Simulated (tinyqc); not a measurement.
X-ray photoelectron analysis of a thin oxide on a semiconductor: attenuation lengths, thickness, angle series and band offsets: one step, computed by the program tinyqc.

The same element is seen in the oxide and in the substrate, at nearly the same kinetic energy; films are flat and uniform, and the work function is ignored.

Problem. Peak ratio. R_0 = (rho_o/M_o) L_o/((rho_s/M_s) L_s); peak ratio R = I_ox/I_sub = R_0 [exp(d/(L_o cos theta)) - 1]; hence d = L_o cos theta ln(1 + R/R_0). A carbon layer weakens both peaks alike, by exp(-d_C/(L_o cos theta)) if its L is taken equal to L_o. This R_0 leaves out intrinsic losses from the substrate peak, so calibrated values can be larger.

Inputs (values chosen for the exercise, modelled on SiO2 on silicon):
```
quantity                        value     unit
oxide density                    2.18   g/cm^3
oxide formula mass              60.08    g/mol
substrate density                2.33   g/cm^3
substrate formula mass          28.09    g/mol
oxide thickness d                 1.9       nm
emission angle from the normal     60  degrees
carbon overlayer                 0.19       nm
```

L in the oxide = 1.808153 nm

L in the substrate = 1.409613 nm

Give: R_0; d/(L_o cos theta); ratio R; oxide share of the counts; attenuation by carbon; depth 3 L_o cos theta.

Solution.

R_0 = 0.5611

d/(L_o cos theta) = 2.102

ratio R = 4.028

oxide share of the counts = 0.8011

attenuation by carbon = 0.8105

depth 3 L_o cos theta = 2.712 nm

Caution: beyond about 60 degrees elastic scattering and roughness make a single attenuation length unreliable.
